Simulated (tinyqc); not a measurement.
## Electron continuity equation in a given potential, Scharfetter-Gummel discretisation: current and errors against the applied potential

Steady state in one dimension: J = q mu n E + q D dn/dx with E = -dpsi/dx and D = mu Vt, dJ/dx = q (n/tau - G), fixed densities nL and nR at the ends. The potential is given, psi = U x/L, and is not changed by the electrons.

10 equal intervals. Fluxes J_i = (q D/h)(n_(i+1) P_i - n_i Q_i), d_i = (psi_(i+1) - psi_i)/Vt: Scharfetter-Gummel P = B(d), Q = B(-d), B(d) = d/(exp(d) - 1); central P = 1 - d/2, Q = 1 + d/2; upwind P = 1 + max(-d, 0), Q = 1 + max(d, 0). Balance at each inner node: J_i - J_(i-1) = q h (n_i/tau - G). The reference is Scharfetter-Gummel on 4000 intervals or more. Errors are those of J on the first interval against the reference at its midpoint; errors under 1e-6 % are printed as 0.

Parameters, values chosen for the exercise; mobility close to that of In0.53Ga0.47As at room temperature: temperature T = 300 K; electron mobility mu = 10800 cm^2/(V s); length of the region L = 0.71 um; density at x = 0 nL = 4.1e14 cm^-3; density at x = L nR = 0 cm^-3; lifetime tau = 2e-11 s; uniform generation rate G = 0 cm^-3 s^-1.

Constants: q = 1.602176634e-19 C, kB = 1.380649e-23 J/K, Vt = kB T/q. Results are converted to the units shown.

Current and errors against the applied potential:

| U (V) | largest \|d\| | reference J (A/cm^2) | SG error (%) | central error (%) | upwind error (%) | most negative central n (cm^-3), 0 if none |
|---|---|---|---|---|---|---|
| -0.013 | 0.05029 | -260.4 | 3.57e-3 | -0.0173 | 2.47 | 0 |
| -0.052 | 0.2011 | -134.6 | -0.118 | -0.629 | 14.9 | 0 |
| -0.13 | 0.5029 | -41.02 | -0.929 | -4.82 | 49.4 | 0 |
| -0.26 | 1.006 | -13.93 | -4.13 | -18.1 | 78.7 | 0 |
| -0.39 | 1.509 | -7.221 | -8.95 | -47.8 | 117 | 0 |
| -0.57 | 2.205 | -3.498 | -17.8 | -131 | 202 | -1.99e13 |
| -0.78 | 3.017 | -1.706 | -29.9 | -330 | 352 | -8.29e13 |
| -1.2 | 4.642 | -0.4926 | -54.0 | -1210 | 918 | -1.63e14 |

The reference current rises from -260 to -0.493 A/cm^2. The largest errors in size are 54 % (Scharfetter-Gummel), 1200 % (central) and 920 % (upwind). Central differences give negative densities for U = -0.57, -0.78, -1.2 V; these rows have |d| above 2, which makes negative values possible though not certain.

Range of the model: The drift velocity mu E exceeds 1e7 cm/s somewhere, where real mobilities no longer stay constant.

tinyqc, about 0.01 s, one thread, Intel Xeon 2.30GHz (shared host): `OMP_NUM_THREADS=1 python tinyqc.py 2220049 2220050 out.jsonl`
